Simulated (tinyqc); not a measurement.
MOS inversion layer, Poisson-Schroedinger loop: one step of the calculation.

Electrons confined at an insulator interface at z = 0, treated as a hard wall; parabolic valleys, Hartree approximation, no image or exchange terms. The depletion charge lies far deeper than the electrons and gives a uniform field q Nd/(eps0 eps_r); the gate balances all charge. Energies are counted from the band edge at the interface.

Question. Converged levels, occupations and centroid. Tridiagonal Hamiltonian with psi = 0 one step beyond both ends: H_ii = C (1/m_(i-1/2) + 1/m_(i+1/2))/hz^2 + V0_i + U_i (+ dE for the set B), H_(i,i+1) = -C/(m_(i+1/2) hz^2), C = hbar^2/(2 m0). The lowest 2 level(s) of each valley set are kept, normalised to hz sum |psi|^2 = 1. The mass is the same on all intervals.

Level k holds N_k = D_k Vt ln(1 + exp((EF - E_k)/Vt)) with D = 4 md1 m0 q/(pi hbar^2) for the set A, D = 2 md2 m0 q/(pi hbar^2) for the set B per eV (spin included); EF is fixed by sum N_k = Ns.

Solve for the levels with V0 + U, find EF, n_i = sum_k N_k |psi_k|^2 (in cm^-3); share of each level N_k/Ns; centroid sum n z/sum n.

Parameters, values chosen for the exercise; masses and permittivity close to those of silicon (110):
```
symbol,value,unit,meaning
T,300,K,temperature
mz1,0.309,m0,mass along z of valley set A (4 valley(s))
md1,0.322,m0,in-plane density-of-states mass of set A
mz2,0.194,m0,mass along z of valley set B (2 valley(s))
md2,0.419,m0,in-plane density-of-states mass of set B
Ns,2.4e12,cm^-2,sheet density of electrons
dE,0,eV,extra shift of set B (strain)
hz,1,nm,mesh step
```

Constants: q = 1.602176634e-19 C, kB = 1.380649e-23 J/K, hbar = 1.054571817e-34 J s, m0 = 9.1093837015e-31 kg, Vt = kB T/q, hbar^2/(2 m0) = 0.0380998212 eV nm^2. Results are converted to the units shown.

```
node  z (nm)  fixed potential V0 (eV)  converged U (eV)
1          1               0.01416140        0.03776368
2          2               0.02832281        0.06807125
3          3               0.04248421        0.08628699
4          4               0.05664562        0.09570694
5          5               0.07080702        0.10038093
6          6               0.08496843        0.10266408
7          7               0.09912983        0.10373001
8          8               0.11329124        0.10419140
9          9               0.12745264        0.10437436
10        10               0.14161405        0.10444083
11        11               0.15577545        0.10446299
12        12               0.16993686        0.10446973
13        13               0.18409826        0.10447155
14        14               0.19825967        0.10447196
15        15               0.21242107        0.10447202
```

Find: levels; EF; shares; n; centroid.

Answer.

levels (eV): A1 0.1432, A2 0.2083, B1 0.1614, B2 0.2314
EF = 0.08990 eV
shares (%): A1 69.50, A2 5.91, B1 23.01, B2 1.58
n, node 1 to 15 (in units of 1e18 cm^-3): [4.739, 7.685, 5.590, 3.016, 1.519, 0.774, 0.384, 0.177, 0.074, 0.028, 0.010, 0.003, 0.001, 0.000, 0.000]
centroid = 2.766 nm

Program tinyqc, `OMP_NUM_THREADS=1 python tinyqc.py 2160133 2160134 out.jsonl`; Intel Xeon 2.30GHz, shared host, one thread, about 0.5 s.
